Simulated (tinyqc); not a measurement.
Two-band k.p model of the Delta valleys near the X point under shear strain: sweeps and comparisons. A value that a table varies takes the place of the one given here.

Valley pair on the [001] axis, kz counted from the X point, c = hbar^2/2m0, k0 = kx0 2 pi/a. H = (c kz^2/ml + c (kx^2 + ky^2)/mt + c k0^2/ml) 1 + (2 c k0 kz/ml) sigma_z + (D exy - 2 c kx ky/Mp) sigma_x, so E = c kz^2/ml + c (kx^2 + ky^2)/mt + c k0^2/ml -/+ sqrt((2 c k0 kz/ml)^2 + (D exy - 2 c kx ky/Mp)^2). Without strain the lower band has its minima, E = 0, at kz = +/- k0. Shifts from diagonal strain are left out.

For |eta| < 1: k_min = k0 sqrt(1 - eta^2), E_min = -Delta eta^2/2, ml(eta) = ml/(1 - eta^2), 1/m[110] = 1/mt + eta/Mp, 1/m[1-10] = 1/mt - eta/Mp. For |eta| > 1 the minimum sits at X: E_min = -Delta (2 |eta| - 1)/2, ml(eta) = ml/(1 - 1/|eta|), and eta is replaced by its sign in the transverse masses. Here Delta = 2 c k0^2/ml and eta = D exy/Delta.

s11 = (C11 + C12)/((C11 - C12)(C11 + 2 C12)), s12 = -C12/((C11 - C12)(C11 + 2 C12)), s44 = 1/C44; exx = s11 sxx + s12 (syy + szz) and cyclic, exy = s44 sxy/2; tension is positive. A uniaxial stress X along the unit vector n is s_ij = X n_i n_j.

Constants: hbar^2/2m0 = 3.80998211 eV angstrom^2; kB = 8.617333262e-05 eV/K.

Parameters, chosen for this exercise (near those of Si; not measured data):

| symbol | value | unit | meaning |
|---|---|---|---|
| a | 5.434 | angstrom | lattice constant |
| ml | 0.91 | m0 | longitudinal mass |
| mt | 0.201 | m0 | transverse mass |
| kx0 | 0.149 | 2 pi/a | distance of the minimum from X |
| D | 15.4 | eV | shear deformation potential |
| Mp | 0.24 | m0 | coupling mass |
| C11 | 164.7 | GPa |  |
| C12 | 63.1 | GPa |  |
| C44 | 79.6 | GPa |  |
| Xu | 9.03 | eV | uniaxial potential |
| T | 300 | K | temperature |
| exy | 0.0014 |  | shear strain |

## Sweep of the shear strain

Delta = 2 c k0^2/ml, eta = D exy/Delta.

The minimum:

| exy | eta | k_min/k0 | E_min (meV) | ml(eta) | m[110] | m[1-10] | density-of-states mass |
|---|---|---|---|---|---|---|---|
| 0.0000 | 0.000 | 1.000 | 0.0 | 0.910 | 0.2010 | 0.2010 | 0.333 |
| 0.0016 | 0.099 | 0.995 | -1.2 | 0.919 | 0.1856 | 0.2192 | 0.334 |
| 0.0040 | 0.248 | 0.969 | -7.6 | 0.970 | 0.1665 | 0.2536 | 0.345 |
| 0.0081 | 0.502 | 0.865 | -31.3 | 1.216 | 0.1415 | 0.3467 | 0.391 |
| 0.0121 | 0.750 | 0.662 | -69.9 | 2.078 | 0.1235 | 0.5402 | 0.518 |
| 0.0145 | 0.898 | 0.439 | -100.3 | 4.719 | 0.1147 | 0.8119 | 0.760 |
| 0.0194 | 1.202 | 0.000 | -174.5 | 5.414 | 0.1094 | 1.2369 | 0.901 |
| 0.0258 | 1.599 | 0.000 | -273.0 | 2.430 | 0.1094 | 1.2369 | 0.690 |

What can be read from the table?

The valleys reach X at eta = 1, that is exy = 0.0161. The shift is quadratic up to eta = 1 (-7.6 meV at eta = 0.25, -31.3 meV at 0.50) and linear beyond, while 1/m[110] rises linearly, taking m[110] from 0.201 to its floor 0.1094, a gain of 84 % in 1/m. ml(eta) diverges at eta = 1; the largest value listed is 5.41. A deformation-potential model with fixed masses misses all of this.

## Tension along [110]: repopulation and mass change

The z valleys move against the x and y valleys by Xu (ezz - exx) and, through the shear, by E_min. Share of the z valleys n = w/(w + 2 exp(dE/kT)), dE the total relative shift, w = sqrt(ml(eta) m[110] m[1-10]/(ml mt^2)). Along [110]: 1/m_c = n/m[110] + (1 - n)(1/ml + 1/mt)/2. Fixed masses means E_min = 0, w = 1, m[110] = mt. Gains are against 3/(1/ml + 2/mt) at a fixed scattering time.

Results:

| X (GPa) | Xu (ezz - exx) (meV) | E_min (meV) | m[110] | m_c fixed masses | m_c with shear | gain fixed (%) | gain with shear (%) |
|---|---|---|---|---|---|---|---|
| 0.00 | 0.0 | 0.0 | 0.2010 | 0.2715 | 0.2715 | 0.0 | 0.0 |
| 0.25 | -11.1 | -0.3 | 0.1931 | 0.2578 | 0.2516 | 5.3 | 7.9 |
| 0.50 | -22.2 | -1.2 | 0.1859 | 0.2447 | 0.2306 | 11.0 | 17.8 |
| 1.00 | -44.4 | -4.7 | 0.1728 | 0.2240 | 0.1934 | 21.2 | 40.4 |
| 1.50 | -66.7 | -10.6 | 0.1615 | 0.2119 | 0.1689 | 28.1 | 60.8 |
| 2.00 | -88.9 | -18.8 | 0.1516 | 0.2058 | 0.1538 | 31.9 | 76.6 |
| 3.00 | -133.3 | -42.4 | 0.1350 | 0.2019 | 0.1351 | 34.5 | 100.9 |

What does this show, and why?

At 1 GPa repopulation alone gives 21.2 % and the shear terms raise it to 40.4 %. From 2 to 3 GPa the fixed-mass gain grows by 2.6 points, towards its ceiling of 35.1 % when all electrons sit in the z valleys, whereas the gain with shear grows by 24.4 points because m[110] keeps falling.

## What each parameter does

Delta = 2 c k0^2/ml, eta = D exy/Delta. Each row changes one parameter from the base and keeps the others.

Results:

| case | eta | E_min (meV) | ml(eta) (m0) | m[110] (m0) | m[1-10] (m0) |
|---|---|---|---|---|---|
| base | 0.0867 | -0.94 | 0.9169 | 0.1874 | 0.2167 |
| ml = 0.9737 m0 | 0.0928 | -1.00 | 0.9822 | 0.1865 | 0.2179 |
| mt = 0.21507 m0 | 0.0867 | -0.94 | 0.9169 | 0.1996 | 0.2332 |
| kx0 = 0.13857 2 pi/a | 0.1003 | -1.08 | 0.9192 | 0.1854 | 0.2194 |
| D = 14.322 eV | 0.0807 | -0.81 | 0.9160 | 0.1883 | 0.2156 |
| Mp = 0.2232 m0 | 0.0867 | -0.94 | 0.9169 | 0.1864 | 0.2180 |
| exy = 0.0015 | 0.0929 | -1.07 | 0.9179 | 0.1865 | 0.2180 |

What can be read from the table?

The largest shifts from the base row, up to three for each result and ties (the steps differ in size, so this ranks the rows, not the parameters). eta: kx0 +0.0135, exy +0.0062, ml +0.0061, D -0.0061; unchanged at the printed digits by mt and Mp. E_min (meV): kx0 -0.15, exy -0.14, D +0.13; unchanged at the printed digits by mt and Mp. ml(eta) (m0): ml +0.0653, kx0 +0.0023, exy +0.0010; unchanged at the printed digits by mt and Mp. m[110] (m0): mt +0.0122, kx0 -0.0020, Mp -0.0010. m[1-10] (m0): mt +0.0165, kx0 +0.0027, Mp +0.0013.

tinyqc: `OMP_NUM_THREADS=1 python tinyqc.py 1051224 1051225 out.jsonl`; about 0.01 s, one thread, shared Intel(R) Xeon(R) Processor @ 2.30GHz.
